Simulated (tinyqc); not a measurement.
Fermi-Dirac statistics of conduction electrons: one step. Mean energy, Einstein relation and screening. Three cases, with inputs chosen for the exercise.

Task: Mean kinetic energy <E> = (3/2) kT F_3/2/F_1/2; D/mu = (kT/e) F_1/2/F_-1/2; dn/dEF = (Nc/kT) F_-1/2; screening length L = (4 pi (e^2/(4 pi eps0)) (dn/dEF)/eps)^(-1/2), with dn/dEF in 1/(angstrom^3 eV) (1/cm^3 = 1e-24/angstrom^3).

F_j(eta) = (1/Gamma(j + 1)) integral_0^infinity x^j dx/(1 + exp(x - eta)), which tends to exp(eta) for eta << 0.

Constants: e^2/(4 pi eps0) = 14.39964547 eV angstrom.

Case 1.

Values chosen (out of a larger set: near those of InAs, lowest valleys alone; not measured data): eps = 15.2 (static dielectric constant).

eta = 4.9552935
kT = 0.02326680 eV
Nc = 8.930698e+16 1/cm^3

Case 2.

Values chosen (out of a larger set: near those of Si, lowest valleys alone; not measured data): eps = 11.5 (static dielectric constant).

eta = -2.7633108
kT = 0.03446933 eV
Nc = 4.050416e+19 1/cm^3

Case 3.

Values chosen (out of a larger set: near those of Ge, lowest valleys alone; not measured data): eps = 15.8 (static dielectric constant).

eta = 2.4370012
kT = 0.02585200 eV
Nc = 1.027757e+19 1/cm^3

Give: F_-1/2, F_1/2, F_3/2; <E>; D/mu; dn/dEF; L.

Result:

Case 1.

F_-1/2, F_1/2, F_3/2: 2.461  8.734  20.52

<E> = 82.00 meV
D/mu = 82.57 mV
dn/dEF = 9.446e+18 1/(cm^3 eV)
L = 94.30 angstrom

The gas is degenerate. D/mu is 3.549 times kT/e and <E> is 2.350 times (3/2) kT; the Debye formula, with n/kT in place of dn/dEF, would give L = 50.06 angstrom.

Case 2.

F_-1/2, F_1/2, F_3/2: 0.06041  0.06172  0.06239

<E> = 52.27 meV
D/mu = 35.22 mV
dn/dEF = 7.098e+19 1/(cm^3 eV)
L = 29.92 angstrom

The gas is nearly non-degenerate. D/mu is 1.022 times kT/e and <E> is 1.011 times (3/2) kT; the Debye formula, with n/kT in place of dn/dEF, would give L = 29.6 angstrom.

Case 3.

F_-1/2, F_1/2, F_3/2: 1.642  3.503  5.545

<E> = 61.39 meV
D/mu = 55.16 mV
dn/dEF = 6.527e+20 1/(cm^3 eV)
L = 11.57 angstrom

The gas is degenerate. D/mu is 2.134 times kT/e and <E> is 1.583 times (3/2) kT; the Debye formula, with n/kT in place of dn/dEF, would give L = 7.919 angstrom.

Computed by tinyqc, one run a case: `OMP_NUM_THREADS=1 python tinyqc.py N N+1 out.jsonl` with N = 1650781, 1650841, 1651238; one thread of a shared Intel(R) Xeon(R) Processor @ 2.30GHz, about 0.02 s a run at most.
